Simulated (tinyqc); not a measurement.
Double-gate transistor below threshold, two-dimensional Poisson equation on a small mesh: one step of the calculation.

Half of a symmetric double-gate structure: row 0 is the mid-plane of the body, where the normal field vanishes. Mobile charge is neglected (subthreshold), the body is fully depleted, and potentials are counted from the intrinsic level; rows run upward to the gate, columns from source to drain.

Problem. Coefficients of the five-point equations. Mesh: rows i = 0..1 in the semiconductor (step hs = tb/1, row 1 on the interface), then 1 step(s) ho = tox/1 up to the gate row 2; columns j = 0..4 (step hy = L/4). Box integration, divided by eps0: up_i = eps hy/h of the interval above row i, dn_i = that of the interval below (0 for row 0), lat_i = (sum of eps h/2 over the intervals above and below)/hy, s_i = -q Na w_i hy/eps0 with w_i the semiconductor height of the box (hs/2 for row 0 and the interface row, hs between, 0 in the insulator). Each free node obeys (up + dn + 2 lat) psi = up psi(above) + dn psi(below) + lat [psi(left) + psi(right)] + s.

Parameters, values chosen for the exercise; semiconductor permittivity close to that of silicon:
- eps_r = 11.7 (relative permittivity of the semiconductor)
- eox = 22 (relative permittivity of the insulator)
- tb = 8 nm (half the body thickness)
- tox = 4 nm (insulator thickness)
- L = 41 nm (channel length)
- Na = 0 cm^-3 (acceptor density of the depleted body)

Constants: q = 1.602176634e-19 C, eps0 = 8.8541878128e-14 F/cm where lengths are in cm. Results are converted to the units shown.

Find: up; dn; lat; s.

Solution.

```
row      up      dn     lat  s (V)
0    14.991       0  4.5659      0
1    56.375  14.991  8.8585      0
```

Program tinyqc, `OMP_NUM_THREADS=1 python tinyqc.py 2480055 2480056 out.jsonl`; Intel Xeon 2.30GHz, shared host, one thread, about 0.09 s.
